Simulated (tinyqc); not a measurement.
Two electrons on one impurity (helium-like model): one step. The minimum over a and b. Three cases, with inputs chosen for the exercise.

Problem. Give a, b, E, both binding energies and U, their difference.

Units Ha* = 2 Ry m/eps^2 and a* = a0 eps/m. One electron is bound by Z^2/2. Two electrons in the singlet built from exp(-a r) and exp(-b r): S = 8 (ab)^(3/2)/(a + b)^3, h_aa = a^2/2 - Z a, h_bb alike, h_ab = S (ab/2 - Z (a + b)/2), J = ab (a^2 + 3ab + b^2)/(a + b)^3, K = 20 (ab)^3/(a + b)^5, E = (h_aa + h_bb + 2 S h_ab + J + K)/(1 + S^2). For a = b this is a^2 - 2 Z a + 5a/8. Real double donors are deeper, since the central cell is left out.

Case 1.

Values chosen (out of a larger set: near those of impurities in Ge; not measured data): Z = 1.7 (effective charge (1: D- centre, 2: double donor; other values mimic a central cell)).

Ha* = 18.74843 meV
a* = 48.6105 angstrom
E with equal orbitals = -1.9251562 Ha*

Case 2.

Values chosen (out of a larger set: near those of impurities in 3C SiC; not measured data): Z = 2 (effective charge (1: D- centre, 2: double donor; other values mimic a central cell)).

Ha* = 103.71985 meV
a* = 14.6139 angstrom
E with equal orbitals = -2.8476562 Ha*

Case 3.

Values chosen (out of a larger set: near those of impurities in Ge; not measured data): Z = 2 (effective charge (1: D- centre, 2: double donor; other values mimic a central cell)).

Ha* = 18.12795 meV
a* = 48.7321 angstrom
E with equal orbitals = -2.8476562 Ha*

Give: a, b; E; binding of the first and second electron; U.

Solution.

Case 1.

a, b (1/a*): 1.845  0.925

E = -1.95443 Ha*

binding of the first and second electron (meV): 27.09  9.55

U = 17.54 meV

Letting one electron stay close and the other roam (decay lengths 26 and 53 angstrom) gains 0.55 meV.

Case 2.

a, b (1/a*): 2.183  1.189

E = -2.87566 Ha*

binding of the first and second electron (meV): 207.44  90.82

U = 116.62 meV

Letting one electron stay close and the other roam (decay lengths 7 and 12 angstrom) gains 2.90 meV. The exact value for Z = 2 is -2.90372, 2.91 meV lower.

Case 3.

a, b (1/a*): 2.183  1.189

E = -2.87566 Ha*

binding of the first and second electron (meV): 36.26  15.87

U = 20.38 meV

Letting one electron stay close and the other roam (decay lengths 22 and 41 angstrom) gains 0.51 meV. The exact value for Z = 2 is -2.90372, 0.51 meV lower.

Computed by tinyqc, one run a case: `OMP_NUM_THREADS=1 python tinyqc.py N N+1 out.jsonl` with N = 1281285, 1281756, 1281966; one thread of a shared Intel(R) Xeon(R) Processor @ 2.30GHz, about 0.05 s a run at most.
